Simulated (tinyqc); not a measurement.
Plane-averaged potentials: correction of a charged-defect supercell by a model charge and potential alignment (plane-averaged potentials). Computed by tinyqc, a small Python program. Command: `OMP_NUM_THREADS=1 python tinyqc.py 3111847 3111848 out.jsonl align walk`. One thread of a shared host (Intel(R) Xeon(R) Processor @ 2.30GHz), about 0.01 s of CPU time with the checks.

The "true" defect charge is (1 - x) q in a Gaussian of width sigma plus x q in one of width sigma_t, so the exact answer is known; the correction sees only a single model Gaussian of width sigma_m. A Gaussian of width s has the transform rho(G) = exp(-G^2 s^2/2), normalised to 1. A uniform background cancels q, so G = 0 is left out. Potentials are those felt by a unit positive charge. E_0 is the formation energy of the isolated defect, E_cell its value in the supercell, E_lat = E_iso - E_per of the model charge, C the true less the model potential far from the defect; the exact correction is E_0 - E_cell, and the error of a scheme is E_cell plus its correction less E_0.

Inputs (values chosen for the exercise, with screening close to that of HfO2):

| quantity | value | unit |
|---|---|---|
| defect charge q | -1 | e |
| dielectric constant eps | 21.7 | - |
| edge of the cubic cell L | 11.4 | angstrom |
| width sigma of the true defect charge | 1 | angstrom |
| width sigma_m of the model charge | 0.89 | angstrom |
| share x of the charge in a wide tail | 0 | - |
| width sigma_t of the tail | 1.8 | angstrom |

Constants: e^2/(4 pi eps_0) = 14.39964548 eV angstrom.

Method. Plane-averaged potential at distance z from the defect: V(z) = (4 pi q/(eps L^3)) (e^2/(4 pi eps_0 e)) sum_(m != 0) rho(G_m) cos(G_m z)/G_m^2, G_m = 2 pi m/L, |m| <= 40.

Potentials (V):

| z/L | z (angstrom) | true | model | difference |
|---|---|---|---|---|
| 0.00 | 0.00 | -0.038172 | -0.040403 | 0.0022307 |
| 0.05 | 0.57 | -0.035037 | -0.036798 | 0.0017611 |
| 0.10 | 1.14 | -0.026788 | -0.027562 | 0.0007733 |
| 0.15 | 1.71 | -0.015994 | -0.015957 | -0.0000371 |
| 0.20 | 2.28 | -0.005003 | -0.004573 | -0.0004304 |
| 0.25 | 2.85 | 0.004847 | 0.005401 | -0.0005543 |
| 0.30 | 3.42 | 0.013039 | 0.013620 | -0.0005807 |
| 0.35 | 3.99 | 0.019435 | 0.020020 | -0.0005846 |
| 0.40 | 4.56 | 0.024006 | 0.024591 | -0.0005850 |
| 0.45 | 5.13 | 0.026749 | 0.027334 | -0.0005851 |
| 0.50 | 5.70 | 0.027664 | 0.028249 | -0.0005851 |

The difference moves by 0.00 mV between z/L = 0.4 and 0.5: a plateau.
